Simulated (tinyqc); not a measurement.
Tunnelling through a two-layer gate stack, WKB transmission and Tsu-Esaki current: two steps of the calculation.

Electrons leave the emitter at x = 0. Energies E (motion across the layers) are in eV from the emitter Fermi level; the collector Fermi level lies at -V and offers states at every E. No charge in the dielectric and no image force: F1 = V/(t1 + t2 eps1/eps2), F2 = F1 eps1/eps2; U = phi1 - F1 x in layer 1 and phi2 - F1 t1 - F2 (x - t1) in layer 2. With C = hbar^2/(2 m0), kappa = sqrt(m (U - E)/C) where U > E and 0 elsewhere; T(E) = exp(-S), S = 2 times the integral of kappa over x.

Values chosen for this exercise; layer 1 close to silicon nitride, layer 2 close to aluminium oxide:
- phi1 = 2.11 eV (barrier of layer 1 above the emitter Fermi level at zero bias)
- m1 = 0.51 m0 (tunnelling mass of layer 1)
- t1 = 1 nm (thickness of layer 1)
- eps1 = 7.65 (relative permittivity of layer 1)
- phi2 = 2.54 eV (barrier of layer 2 at zero bias)
- m2 = 0.4 m0 (tunnelling mass of layer 2)
- t2 = 3.4 nm (thickness of layer 2)
- eps2 = 8.68 (relative permittivity of layer 2)
- V = 1.5 V (voltage across the dielectric)
- E = 0 eV (energy of the electron followed)
- nc = 5 (cells in each layer)

Constants: q = 1.602176634e-19 C, hbar = 1.054571817e-34 J s, m0 = 9.1093837015e-31 kg, hbar^2/(2 m0) = 0.0380998212 eV nm^2. Results are converted to the units shown.

Problem 1. WKB exponent by the midpoint rule. Cut each layer into nc equal cells, take U and kappa at the cell centres, and sum S = 2 sum kappa h.

Find: x; U; kappa; S; T(E).

Solution 1.

x, cell 0 to 9 (nm): [0.100, 0.300, 0.500, 0.700, 0.900, 1.340, 2.020, 2.700, 3.380, 4.060]
U, cell 0 to 9 (eV): [2.072, 1.997, 1.922, 1.847, 1.772, 2.052, 1.827, 1.602, 1.377, 1.152]
kappa, cell 0 to 9 (1/nm): [5.267, 5.171, 5.073, 4.973, 4.871, 4.642, 4.380, 4.102, 3.803, 3.478]
S = 37.89
T(E) = 3.499e-17

Problem 2. WKB exponent in closed form. Each layer adds (2/F) sqrt(m/C) [G(u at its left edge) - G(u at its right edge)] to S, with u = U - E (0 where negative) and G(u) = (2/3) u^1.5. The slope follows from 1/d = -dS/dE.

Wanted: S; T(E); energy d over which T(E) grows by a factor e.

Solution 2.

S = 37.885
T(E) = 3.5212e-17
energy d over which T(E) grows by a factor e = 0.087057 eV

The midpoint rule gives S = 37.891, so its T(E) is 0.63 % below this value. The band edge stays above E through the whole stack: direct tunnelling through a trapezoid.

Computed by the program tinyqc: `OMP_NUM_THREADS=1 python tinyqc.py 2540016 2540017 out.jsonl`, one thread of a shared Intel Xeon 2.30GHz, about 0.04 s for the whole run.
